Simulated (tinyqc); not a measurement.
Inside a calculation. Model: six-transistor SRAM cell, nodal equations and margins.

tinyqc, about 0.1 s, one thread, Intel Xeon 2.30GHz (shared host): `OMP_NUM_THREADS=1 python tinyqc.py 2340059 2340060 out.jsonl` Printed values are rounded.

Two cross-coupled inverters (pull-down bn, pull-up bp) hold the nodes Q and QB; access transistors (ba, threshold VTn, gate on the word line at Vdd when selected) join them to the bit lines. Transistor (EKV form, voltages against the body): I = 2 n b Vt^2 [F(vp - Vs) - F(vp - Vd)] from drain to source, F(v) = ln^2(1 + exp(v/(2 Vt))), vp = (Vg - VT + sg |Vd - Vs|)/n. n-channel bodies are at 0; for the p-channel device all voltages are counted down from Vdd. b in uA/V^2 gives I in uA. For an access transistor the bit line is the drain and the node the source. In a read both bit lines are at Vdd. The cell is symmetric (no mismatch).

Parameters, values chosen for the exercise:
```
symbol  value    unit                                  meaning
T         300       K                              temperature
Vdd       0.5       V                           supply voltage
n        1.13                                     slope factor
sg      0.095                   drain-induced barrier lowering
VTn      0.36       V                      n-channel threshold
VTp       0.4       V          p-channel threshold (magnitude)
bn        240  uA/V^2  gain factor of the pull-down transistor
ba        240  uA/V^2     gain factor of the access transistor
bp        130  uA/V^2    gain factor of the pull-up transistor
```

Constants: q = 1.602176634e-19 C, kB = 1.380649e-23 J/K, Vt = kB T/q. Results are converted to the units shown.

## Iteration 1: node voltages in a read by Newton steps

(Q, QB) at the start (V): Q 0.0000000, QB 0.5000000

F1 = In(gate QB, drain Q) - Ip(gate QB, drain Q) - Ia(bit line, Q), F2 the same with Q and QB exchanged; J by central differences with +/- 1e-6 V; solve J d = -F, limit each component to +/- 0.15 V and add.

F1, F2 (uA): [-3.826098, 0.000008]

J (uS):
```
,Q,QB
F1,79.3837,0.0000
F2,0.0003,12.0796
```

(Q, QB) after iteration 1 (V): Q 0.0481976, QB 0.4999982

## Iteration 2: node voltages in a read by Newton steps

As before.

F1, F2 (uA): [-0.6496579, 0.0000304]

J (uS):
```
,Q,QB
F1,52.6717,11.4988
F2,0.0016,6.6251
```

(Q, QB) after iteration 2 (V): Q 0.0605333, QB 0.4999906

## Course of the iteration: node voltages in a read by Newton steps

Stop when the largest change of (Q, QB) is below 1e-9 V, or after 30 iterations. The rule counts as met only at the stable state with Q low.

Course of the iteration:
```
iteration,Q (V),largest |change| of one entry (V)
1,0.04819755,0.0482
2,0.06053332,0.0123
3,0.06140463,8.71e-4
4,0.06140893,4.30e-6
5,0.06140893,1.06e-10
```

Converged in 5 iterations. At the end the number of correct digits about doubles with each step.

## Read current and disturbance

(Q, QB) (V): Q 0.06140893, QB 0.4999877

Iread = Ia(bit line at Vdd, source Q); cell ratio bn/ba; time to pull a bit line of 20 fF down by 0.1 V at that current.

Iread = 1.535701 uA
cell ratio = 1
time = 1302.337 ps

The read lifts the low node to 61.4 mV, against a balance point of 241 mV.

## The largest square in the read butterfly

```
point,c (V)
0,0.088
1,0.15
2,0.21
3,0.25
4,0.29
5,0.32
6,0.35
```

f(x) is the node voltage of one half-cell in a read for input x (In - Ip - Ia = 0). Static noise margin: side of the largest square between the curve (x, f(x)) and its mirror image (f(y), y); with h(c) the root x of f(x) - x = c, it is the maximum over c > 0 of h(c) - h(-c) + c.

```
point,h(c) (V),h(-c) (V),side (V)
0,0.2167167,0.2863834,0.01833326
1,0.2099806,0.3214183,0.03856230
2,0.2041090,0.3556210,0.05848797
3,0.1988222,0.3785889,0.07023339
4,0.1886733,0.4018885,0.07678477
5,0.1729712,0.4198163,0.07315496
6,0.1484869,0.4384236,0.06006336
```

The maximum over c is 76.85 mV, the read margin; with the word line off (no Ia) the same construction gives 190.4 mV.
